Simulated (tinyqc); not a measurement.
Inside a calculation: coherent potential approximation for a binary alloy with a semi-elliptic band. Values are carried at full precision from step to step, so a last printed digit may differ when a step is redone from the rounded ones.

Site levels eA = -x d (share 1 - x) and eB = (1 - x) d (share x), so that their mean, the virtual crystal, is 0. Pure band: G0(z) = 2 (z - sqrt(z - W) sqrt(z + W))/W^2 with principal roots, density -Im G/pi per site. The medium has a self-energy S(z), G = G0(z - S), z = E + i eta. t_i = (e_i - S)/(1 - (e_i - S) G); the CPA demands <t> = (1 - x) tA + x tB = 0. Iteration: start at S = 0, set S(new) = S + <t>/(1 + <t> G), stop when |<t>| < 1e-9 eV.

Constants: hbar = 6.58211957e-16 eV s.

Parameters, chosen for this exercise: W = 1.7 eV (half width of the pure band); x = 0.46 (fraction of B); d = 1.58 eV (eB - eA); eta = 0.034 eV (broadening); E = 0.63 eV (energy).

## First step: the average t-matrix

With S = 0 form G, tA, tB, <t> and the new S.

eA, eB (eV): -0.7268  0.8532

G = 0.42660-1.06947i 1/eV

tA, tB (eV): -0.4103-0.2435i  0.4386-0.6293i

<t> = -0.0198-0.4209i eV
S after one step = 0.1759-0.7261i eV

## The self-consistent medium

Iterate.

Iterations:
```
i              S (eV)          G (1/eV)  |<t>| (eV)
0             0.00000  0.42660-1.06947i       0.421
1    0.17586-0.72611i  0.18273-0.73068i       0.334
2    0.50773-0.76781i  0.04846-0.74362i       0.133
3    0.53226-0.64890i  0.04240-0.79370i      0.0401
4    0.49485-0.63554i  0.05918-0.79808i      0.0131
5    0.48831-0.64700i  0.06150-0.79280i     0.00443
6    0.49173-0.64983i  0.05989-0.79174i     0.00149
7    0.49286-0.64886i  0.05945-0.79221i    0.000501
...               ...               ...         ...
16   0.49248-0.64854i  0.05963-0.79233i    2.72e-08
17   0.49248-0.64854i  0.05963-0.79233i    9.14e-09
18   0.49248-0.64854i  0.05963-0.79233i    3.07e-09
19   0.49248-0.64854i  0.05963-0.79233i    1.03e-09
20   0.49248-0.64854i  0.05963-0.79233i    3.46e-10
```

S = 0.49248-0.64854i eV
G = 0.05963-0.79233i 1/eV

Converged at i = 20. The first step gave 0.1759-0.7261i eV.

## Densities on A and B, and the lifetime

G_i = G/(1 - (e_i - S) G); densities -Im G_i/pi; their weighted sum must be -Im G/pi. Lifetime hbar/(2 |Im S|), which has a meaning only while |Im S| is small against W. Weak-scattering value of S: x (1 - x) d^2 G.

densities (1/eV): on A 0.0922, on B 0.4400, weighted sum 0.2522, medium 0.2522

lifetime = 0.507 fs
weak-scattering S = 0.0370-0.4913i eV

A B site carries the larger density here, by a factor 4.77; the weak-scattering value is 59 % from S.

## Checks

- Weighted sum of the partial densities against the density of the medium: both 0.25221.

Program tinyqc; command `OMP_NUM_THREADS=1 python tinyqc.py 1482166 1482167 out.jsonl`; about 0.01 s on one thread of a shared Intel(R) Xeon(R) Processor @ 2.30GHz.
